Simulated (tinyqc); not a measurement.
What moves the results: quasiparticle equation with a plasmon-pole self-energy for two band edges. A value that a table varies takes the place of the one given here.

For each edge E = e + X + Sc(E), with the correlation part Sc(E) = A[0]/(E - a + w) + A[1]/(E - b - w); a and b are the valence and conduction energies that enter the Green function (a = ev, b = ec in the one-shot scheme). Z = 1/(1 - dSc/dE), dSc/dE = -A[0]/(E - a + w)^2 - A[1]/(E - b - w)^2.

Values chosen for the exercise (scales of the order of those of diamond; the results hold for these values, not for the real material):
```
symbol  value          unit  meaning
ev      0              eV    mean-field valence top
ec      4.21           eV    mean-field conduction edge
w       27.8           eV    pole energy
Av      (147.7, 73.9)  eV^2  weights of the valence state on the hole and electron poles
Ac      (69.3, 147.7)  eV^2  the same for the conduction state
Xv      -4.15          eV    exchange minus the mean-field potential, valence
Xc      3.69           eV    the same, conduction
```

## Schemes compared

Z = 1; linearised; exact one-shot; energies updated in G (a, b); updated in G and W, where w grows by half of the opening of the gap (a rule chosen for the exercise).

Results (eV):
```
scheme               Ev     Ec    gap  opening
mean field        0.000  4.210  4.210    0.000
Z = 1            -1.146  4.752  5.898    1.688
linearised       -0.907  4.641  5.548    1.338
one-shot, exact  -0.904  4.640  5.544    1.334
update G         -1.043  4.656  5.699    1.489
update G and W   -1.133  4.750  5.883    1.673
```

What does this show?

The openings run from 1.334 (one-shot, exact) to 1.688 eV (Z = 1). Linearising moves the gap by 4 meV, updating G +155 meV and updating W a further +184 meV: once Z is kept, the level of self-consistency matters more than linearising.

## The starting point

The mean-field gap is opened by d (ev lowered by d/2, ec raised by d/2) and X is changed by the opposite amounts, so that e + X stays; one-shot and G-updated gaps.

Gaps (eV):
```
d    start  one-shot  update G
0.0  4.210    5.5436    5.6989
0.2  4.410    5.5647    5.6989
0.4  4.610    5.5856    5.6989
0.6  4.810    5.6064    5.6989
0.9  5.110    5.6374    5.6989
1.2  5.410    5.6682    5.6989
1.6  5.810    5.7089    5.6989
```

What can be read from the table?

The one-shot gap moves by a fraction 0.10 of any change of the starting gap, while the updated gap, 5.6989 eV, does not depend on it. The two agree where the start already equals the result, near d = 1.49 eV. A real change of starting point alters the orbitals and the screening too; this model holds both fixed.

## What each parameter does

Exact one-shot edges and Z of the valence state there. Each row changes one parameter from the base and keeps the others.

Results:
```
case                      Ev (eV)  Ec (eV)  gap (eV)       Z
base                      -0.9038   4.6399    5.5436  0.7859
w = 29.19 eV              -1.0471   4.7794    5.8265  0.8008
Xv = -4.25 eV             -0.9823   4.6399    5.6222  0.7854
Xc = 3.79 eV              -0.9038   4.7190    5.6228  0.7859
ec = 4.31 eV              -0.8984   4.7347    5.6331  0.7862
Av = (155.08, 73.9) eV^2  -0.6896   4.6399    5.3295  0.7812
Ac = (69.3, 155.08) eV^2  -0.9038   4.4278    5.3316  0.7859
```

What does this show?

The largest shifts from the base row, up to three for each result and ties (the steps differ in size, so this ranks the rows, not the parameters). Ev (eV): Av +0.2141, w -0.1433, Xv -0.0786; unchanged at the printed digits by Xc and Ac. Ec (eV): Ac -0.2120, w +0.1396, ec +0.0948; unchanged at the printed digits by Xv and Av. gap (eV): w +0.2829, Av -0.2141, Ac -0.2120. Z: w +0.0149, Av -0.0047, Xv -0.0005; unchanged at the printed digits by Xc and Ac.

Program tinyqc; command `OMP_NUM_THREADS=1 python tinyqc.py 1850516 1850517 out.jsonl`; about 0.02 s on one thread of a shared Intel(R) Xeon(R) Processor @ 2.30GHz.
